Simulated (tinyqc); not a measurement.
# MOS capacitor on a p-type substrate, surface potential from the exact charge relation, step by step

tinyqc, about 0.01 s, one thread, Intel Xeon 2.30GHz (shared host): `OMP_NUM_THREADS=1 python tinyqc.py 2060127 2060128 out.jsonl` Printed values are rounded.

Uniform p-type substrate, Boltzmann statistics, full ionisation, classical densities. psi is the surface potential against the body (positive when the bands bend down) and u = psi/Vt. Traps are spread evenly over the gap and neutral at flat band, so their charge is -q Dit psi; the minority quasi-Fermi level is shifted by Vb.

Inputs (values chosen for the exercise); band and dielectric values those of a made-up semiconductor: temperature T = 300 K; band gap Eg = 0.918 eV; relative permittivity eps_r = 13.4; conduction-band density of states at T Nc = 2.23e19 cm^-3; valence-band density of states at T Nv = 2.92e19 cm^-3; electron affinity chi = 5.05 eV; acceptor density of the substrate N = 9.7e16 cm^-3; relative permittivity of the gate insulator (close to silicon nitride) eox = 7.39; insulator thickness tox = 16 nm; gate work function phiM = 5.18 eV; fixed charge at the interface, in units of q Nf = 0 cm^-2; density of interface traps Dit = 0 cm^-2 eV^-1; reverse bias of the inversion layer against the body Vb = 0 V; gate voltage against the body Vg = 0.87 V.

Constants: q = 1.602176634e-19 C, kB = 1.380649e-23 J/K, Vt = kB T/q, eps0 = 8.8541878128e-14 F/cm where lengths are in cm. Results are converted to the units shown.

Range of the model: At this gate voltage the surface density exceeds 0.3 of the band density of states, so degeneracy and confinement would lower the charge and capacitance.

## Flat band, threshold and scales

ni = sqrt(Nc Nv) exp(-Eg/(2 Vt)), Eg in volts; phiF = Vt ln(N/ni); Cox = eps0 eox/tox; Vfb = phiM - chi - (Eg - Vt ln(Nv/N)) - q Nf/Cox; Q0 = sqrt(2 eps0 eps_r q N Vt); r = (ni/N)^2 exp(-Vb/Vt); VT = Vfb + [(2 phiF + Vb)(1 + q Dit/Cox) + sqrt(2 eps0 eps_r q N (2 phiF + Vb))/Cox].

ni = 4.965732e11 cm^-3
phiF = 0.3149417 V
Cox = 0.4089528 uF/cm^2
Vfb = -0.6404571 V
Q0 = 30.87663 nC/cm^2
r = 2.620734e-11
VT = 0.3621095 V

## Starting value

psi = Vg - Vfb, limited to the range from -4 Vt to +(2 phiF + Vb + 4 Vt).

psi at the start = 0.7332915 V

## Iteration 1: Newton step for the surface potential

u = psi/Vt; F^2 = exp(-u) + u - 1 + r (exp(u) - u - 1); Qs = -sign(u) Q0 F; Cs = -dQs/dpsi = (Q0/Vt) |1 - exp(-u) + r (exp(u) - 1)|/(2 F). f = Vfb + psi + (q Dit psi - Qs)/Cox - Vg, f' = 1 + (Cs + q Dit)/Cox, psi(new) = psi - f/f'.

u = 28.36498
F = 9.053349
Qs = -279.5369 nC/cm^2
Cs = 3.667388 uF/cm^2
f = -0.09362241 V
f' = 9.967753
psi after iteration 1 = 0.7426840 V

## Iteration 2: Newton step for the surface potential

As before.

u = 28.72830
F = 10.30755
Qs = -318.2625 nC/cm^2
Cs = 4.606934 uF/cm^2
f = 0.01046453 V
f' = 12.26520
psi after iteration 2 = 0.7418308 V

## Course of the Newton iteration

Stop when the step is below 1e-10 V, or after 60 iterations.

Course of the iteration:
```
iteration  psi before the step (V)    f (V)   step (V)
1                        0.7332915  -0.0936    9.39e-3
2                        0.7426840   0.0105   -8.53e-4
3                        0.7418308  9.67e-5   -8.04e-6
4                        0.7418228  8.49e-9  -7.05e-10
5                        0.7418228  < 1e-14          0
```

Converged in 5 iterations.

## Charges, field and capacitances at the solution

converged psi = 0.7418228 V

u = psi/Vt; F^2 = exp(-u) + u - 1 + r (exp(u) - u - 1); Qs = -sign(u) Q0 F; Cs = -dQs/dpsi = (Q0/Vt) |1 - exp(-u) + r (exp(u) - 1)|/(2 F). Low frequency: 1/C_LF = 1/Cox + 1/(Cs + q Dit). High frequency, in the simple estimate in which traps and minority carriers do not follow: 1/C_HF = 1/Cox + 1/Cd, Cd being Cs with r = 0 at the same psi. Minority sheet density N_inv = (Q0/(2 q)) int_0^u r (exp(t) - 1)/F(t) dt for u > 0. Oxide field |Qs - q Dit psi + q Nf|/(eps0 eox).

Qs = -314.3352 nC/cm^2
N_inv = 9.627087e11 cm^-2
oxide field = 0.4803965 MV/cm
Cs = 4.513583 uF/cm^2
C_LF/Cox = 0.9169223
C_HF/Cox = 0.2172090

The surface is in strong inversion (borders at |psi| = 0, phiF + Vb and 2 phiF + Vb = 0.630 V). Minority carriers make up 49.1 % of Qs.
